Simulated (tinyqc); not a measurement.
Worked calculation: plane-wave Kohn-Sham cycle with exchange-only LDA in a layered model solid. One step of it, computed by the program tinyqc.

Task: Iteration 1: levels at that k. Diagonalise the Hermitian matrix.

H (hartree), order -3, -2, -1, +0, +1, +2, +3:
```
[[3.212771, -0.305000, 0.000000, 0.000000, 0.000000, 0.000000, 0.000000],
 [-0.305000, 1.308912, -0.305000, 0.000000, 0.000000, 0.000000, 0.000000],
 [0.000000, -0.305000, 0.166597, -0.305000, 0.000000, 0.000000, 0.000000],
 [0.000000, 0.000000, -0.305000, -0.214175, -0.305000, 0.000000, 0.000000],
 [0.000000, 0.000000, 0.000000, -0.305000, 0.166597, -0.305000, 0.000000],
 [0.000000, 0.000000, 0.000000, 0.000000, -0.305000, 1.308912, -0.305000],
 [0.000000, 0.000000, 0.000000, 0.000000, 0.000000, -0.305000, 3.212771]]
```

Give: eigenvalues.

Result:

eigenvalues (hartree): [-0.5113, 0.0885, 0.3775, 1.3386, 1.3467, 3.2612, 3.2612]
